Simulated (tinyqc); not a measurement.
Changing the sheath voltage V: ion-assisted plasma etching: sheath, surface coverage, synergy and aspect-ratio dependence. Computed by tinyqc, a small Python program. Command: `OMP_NUM_THREADS=1 python tinyqc.py 3024149 3024150 out.jsonl etch sweep`. One thread of a shared host (Intel(R) Xeon(R) Processor @ 2.30GHz), about 0.02 s of CPU time with the checks.

Radicals adsorb on bare sites; ions remove covered sites with a high yield and bare sites by sputtering; a slow spontaneous reaction acts everywhere, walls included.

Inputs (values chosen for the exercise, close to those used for silicon in a halogen plasma): plasma density n_e = 2.3e+10 1/cm^3; electron temperature T_e = 2.6 eV; ion mass M_i = 80 u; radical density n = 1.4e+14 1/cm^3; radical mass M_n = 80 u; gas temperature T_g = 600 K; sticking coefficient s = 0.5; radicals per removed unit x = 4; yield slope b = 0.33 eV^(-1/2); threshold E_th = 8.4 eV; sputter slope b_p = 0.025 eV^(-1/2); sputter threshold E_p = 32 eV; spontaneous reaction probability k_c = 0.00064; solid density N = 5e+22 1/cm^3; ion temperature T_i = 0.16 eV; aspect ratio A = 3.2.

Feature: long trench.

Constants: e = 1.602176634e-19 C; u = 1.6605390666e-27 kg; k_B = 1.380649e-23 J/K; eps_0 = 8.8541878128e-12 F/m.

Method:
- Bohm speed u_B = sqrt(e T_e/M_i); ion flux G_i = 0.61 n_e u_B; radical flux G_n = n c/4 with c = sqrt(8 k_B T_g/(pi M_n)).
- Debye length lambda_D = sqrt(eps_0 T_e/(e n_s)) with n_s = 0.61 n_e, T_e in volts; Child-law sheath d = (sqrt2/3) lambda_D (2 V/T_e)^(3/4); ion energy E = V + T_e/2; angular spread = arctan(sqrt(T_i/E)).
- Yields: Y = b (sqrt(E) - sqrt(E_th)) on covered sites, Y_p = b_p (sqrt(E) - sqrt(E_p)) on bare ones (zero below threshold).
- Steady coverage: s G_n (1 - theta) = x Y G_i theta; removal flux = Y G_i theta + Y_p G_i (1 - theta) + k_c G_n; rate = flux/N, 1 cm/s = 6e8 nm/min.
- Lateral rate = k_c G_n/N; anisotropy = 1 - lateral/vertical; synergy = vertical/(ions alone + radicals alone), with ions alone Y_p G_i/N and radicals alone the lateral rate.
- Transmission of a long trench, rough form: K = (1 + ln(1 + A))/(1 + A + ln(1 + A)), walls that scatter diffusely without loss. With a loss probability S = s (1 - theta) at the floor, G_b/G_n = K/(K + S - K S); theta follows G_b, and the two are solved together. Ions are taken to reach the floor unshadowed; G_b replaces G_n in every term of the rate; A is depth over width.

One run for each value; columns: (1) sheath voltage V (V); (2) vertical rate (nm/min); (3) coverage theta; (4) floor rate over open-field rate; (5) anisotropy; (6) sheath thickness (um):
```
(1)      (2)      (3)      (4)      (5)     (6)
20     27.47  0.99199  0.99792  0.61004   370.6
34     40.23  0.98589  0.99744  0.73375   551.7
59     57.56  0.97762  0.99700  0.81391   834.2
100    79.03  0.96740  0.99651  0.86446  1239.1
170   106.63  0.95427  0.99579  0.89955  1844.8
300   144.47  0.93633  0.99451  0.92586  2824.6
510   189.28  0.91516  0.99251  0.94341  4205.2
870   245.45  0.88874  0.98922  0.95636  6277.0
1500  316.08  0.85574  0.98383  0.96611  9444.6
```

Over the rows, vertical rate (nm/min) rises from 27.5 to 316 (exponent d ln y / d ln x 0.72 between the first rows and 0.46 between the last); coverage theta falls from 0.992 to 0.856 (exponent d ln y / d ln x -0.012 between the first rows and -0.069 between the last); floor rate over open-field rate falls from 0.9979 to 0.9838 (exponent d ln y / d ln x -9.2e-4 between the first rows and -0.010 between the last). The exponent of sheath thickness stays at 0.75: the Child law.

Caution (all rows): the trench transmission is an interpolation between the limits 1 and ln(A)/A, good to tens of per cent. Caution (rows 300, 510, 870, 1500): a sheath of several millimetres is collisional at usual pressures, which lowers the ion energy and widens the angles.
